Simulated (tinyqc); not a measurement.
What each parameter does: model-solid line-up of a strained alloy layer on a substrate.

All values of the alloy are linear in x but the gap, Eg(x) = (1 - x) Eg_A + x Eg_B - C x (1 - x), and the valence edge, Ev(x) = (1 - x) Ev_A + x Ev_B + fv C x (1 - x); Ec = Ev + Eg. Ev is the top of the unstrained valence band on a scale common to all materials. In the layer only the Gamma valley of the conduction band is followed, also where an X or L valley would lie lower.

Coherent growth on a (001) face: e_par = (a_s - a)/a, e_perp = -2 (C12/C11) e_par; exx = eyy = e_par, ezz = e_perp, no shear.

Strained edges: Ec + ac tr(e); the valence edges are Ev plus the levels of the 6 x 6 matrix of X, Y, Z times spin with -Dso/3 + l exx + m (eyy + ezz) on the diagonal (cyclic), n exy off it, l = av + 2 b, m = av - b, n = sqrt(3) d. Spin-orbit term (Dso/3) L.sigma on X, Y, Z with (L_k)_ij = -i epsilon_kij: <X+|H|Y+> = -i Dso/3, <X+|H|Z-> = Dso/3, <Y+|H|Z-> = -i Dso/3, <Z+|H|X-> = -Dso/3, <Z+|H|Y-> = i Dso/3, <X-|H|Y-> = i Dso/3, and their conjugates; + and - are the spin along z.

dEc = Ec(substrate) - Ec(layer), dEv = Ev(layer) - Ev(substrate); positive values confine the carrier in the layer. Type I: both of one sign; type II: opposite signs; type III: the gaps do not overlap.

Parameters, chosen for this exercise (A near AlAs, B near GaAs, substrate near GaAs; shifted at random, so the results belong to these values and not to a real crystal): a = (5.667, 5.649) angstrom (lattice constant of A, B); Eg = (3.087, 1.504) eV (gap at Gamma to the s-like level of A, B); Dso = (0.284, 0.346) eV (spin-orbit splitting of A, B); Ev = (-1.32, -0.8) eV (top of the unstrained valence band of A, B); ac = (-5.67, -7.09) eV (conduction deformation potential of A, B); av = (2.48, 1.17) eV (valence hydrostatic potential of A, B); b = (-2.28, -2.02) eV (tetragonal shear potential of A, B); d = (-3.4, -4.8) eV (trigonal shear potential of A, B); C11 = (123.9, 122.3) GPa (of A, B); C12 = (53.2, 56.6) GPa (of A, B); C44 = (53.7, 59.9) GPa (of A, B); C = 0.438 eV (bowing of the gap); fv = 0.2 (share of the bowing taken by the valence edge); a_s = 5.649 angstrom (substrate); Eg_s = 1.504 eV (lowest gap of the substrate); Ev_s = -0.8 eV (substrate valence edge); face = 001 (growth face); x = 0.6 (fraction of B).

Strained gap, valence splitting and offsets.

Results for these values:

| case | gap (eV) | splitting (meV) | dEc (eV) | dEv (eV) |
|---|---|---|---|---|
| base | 2.0385 | 10.1 | -0.3502 | -0.1842 |

What happens to each result for a_s = 5.629 angstrom, all else kept?

Answer: gap rises from 2.0385 to 2.0562; splitting rises from 10.1 to 36.3; dEc falls from -0.3502 to -0.3756; dEv rises from -0.1842 to -0.1766.

The same for each parameter in turn:

| case | gap (eV) | splitting (meV) | dEc (eV) | dEv (eV) |
|---|---|---|---|---|
| base | 2.0385 | 10.1 | -0.3502 | -0.1842 |
| x = 0.58 | 2.0689 | 10.6 | -0.3707 | -0.1942 |
| a_s = 5.629 angstrom | 2.0562 | 36.3 | -0.3756 | -0.1766 |
| C = 0.538 eV | 2.0145 | 10.1 | -0.3310 | -0.1794 |
| fv = 0.4 | 2.0385 | 10.1 | -0.3713 | -0.1632 |
| Ev_s = -0.75 eV | 2.0385 | 10.1 | -0.3002 | -0.2342 |
| Dso = (0.327, 0.398) eV | 2.0385 | 10.1 | -0.3502 | -0.1842 |
| ac = (-6.52, -8.153) eV | 2.0398 | 10.1 | -0.3516 | -0.1842 |
| b = (-2.622, -2.323) eV | 2.0377 | 11.6 | -0.3502 | -0.1834 |

(tinyqc, `OMP_NUM_THREADS=1 python tinyqc.py 1080364 1080365 out.jsonl`, Intel(R) Xeon(R) Processor @ 2.30GHz, 1 thread, shared host, about 0.02 s.)
